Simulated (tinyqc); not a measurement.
Tersoff bond-order potential: one step, computed by the program tinyqc. Command: `OMP_NUM_THREADS=1 python tinyqc.py 3020308 3020309 out.jsonl tersoff walk`. One thread of a shared host (Intel(R) Xeon(R) Processor @ 2.30GHz), about 0.01 s of CPU time with the checks.

E = (1/2) sum_(i, j != i) [A exp(-lambda r_ij) - b_ij B exp(-mu r_ij)], b_ij = (1 + (beta zeta_ij)^n)^(-1/(2n)), zeta_ij = sum_(k != i, j) g(theta_ijk), g = 1 + c^2/d^2 - c^2/(d^2 + (h - cos theta)^2), with theta at atom i. Only nearest neighbours count (cut-off function 1 for them, 0 beyond).

Problem. Unrelaxed vacancy. Each of the four neighbours loses one bond; its three other bonds now have zeta = 2 g, for the direction that starts at it. E_v = -E + 12 x (1/2)(b(3g) - b(2g)) B exp(-mu r), where -E is the pair-like cost.

Inputs (values chosen for the exercise, modelled on germanium):
```
quantity     value        unit
B           416.06          eV
mu          1.7047  1/angstrom
beta      9.33e-07           -
n           0.7589           -
```

zeta = 4855.360

energy per atom of the diamond lattice = -3.725774 eV

bond order b = 0.9891843

bond length = 2.465640 angstrom

Give: b(2g); unrelaxed vacancy energy E_v.

Solution.

b(2g) = 0.9920

unrelaxed vacancy energy E_v = 3.620 eV

Stronger back bonds return 0.106 eV, so E_v is 97 % of the cohesive energy.
